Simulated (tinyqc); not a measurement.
Two-sublattice mean-field magnet: ferrimagnet, compensation points and susceptibility: one step, computed by the program tinyqc.

A random alloy A(1-x)B(x) with H = -sum over pairs J S_i.S_j. a = <S_A> and b = <S_B> are taken along z, a > 0. Exchange fields: h_A = (1 - x) zJ_AA a + x zJ_AB b, h_B = (1 - x) zJ_AB a + x zJ_BB b; a = S_A B_(S_A)(S_A h_A/(k_B T)) and likewise for b, with the Brillouin function B_S(y) = [(2S + 1)/(2S)] coth[(2S + 1) y/(2S)] - [1/(2S)] coth[y/(2S)].

Task: Net moment and spin. Net moment m = (1 - x) g_A a + x g_B b in mu_B per site; net spin s = (1 - x) a + x b. At T = 0, a = S_A and b = -S_B. Effective g = m/s.

Inputs (values chosen for the exercise, for a model ferrimagnet):
```
quantity,value,unit
spin S_A,1,-
spin S_B,2.5,-
g factor g_A,2.2,-
g factor g_B,2,-
fraction x of B sites,0.16,-
```

a = 0.8672060

b = -1.445193

Give: net moment m; net spin s; m at T = 0; effective g.

Result:

net moment m = 1.1401 mu_B

net spin s = 0.49722

m at T = 0 = 1.048 mu_B

effective g = 2.2930

A dominates at T, as at T = 0.
